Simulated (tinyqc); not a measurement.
Valley-orbit splitting of a donor ground state, with strain: one step, computed by the program tinyqc.

The basis is the 1s envelope in each valley; energies are counted from the unstrained conduction-band edge. The strain is e_s (a a^T - 1/3) for the unit stress axis a, so valley j along n_j moves by Xi_u e_s w_j with w_j = (n_j.a)^2 - 1/3: +2/3 for [111], -2/9 for the others.

Question. Levels without strain. By symmetry: E(A1) = E_0 + Lambda + 3 Delta_1 (one state), E(T2) = E_0 + Lambda - Delta_1 (three), as binding energies.

Inputs (values chosen for the exercise, modelled on donors in germanium): single-valley binding energy E_0 = 9.78 meV; central-cell shift Lambda = 0.78 meV; coupling Delta_1 = 0.33 meV.

Valleys: four along <111>. Stress axis: [111].

Give: E(A1); E(T2).

Answer.

E(A1) = 11.55 meV

E(T2) = 10.23 meV

Only A1 has all valley amplitudes in phase, so only it has weight at the nucleus.
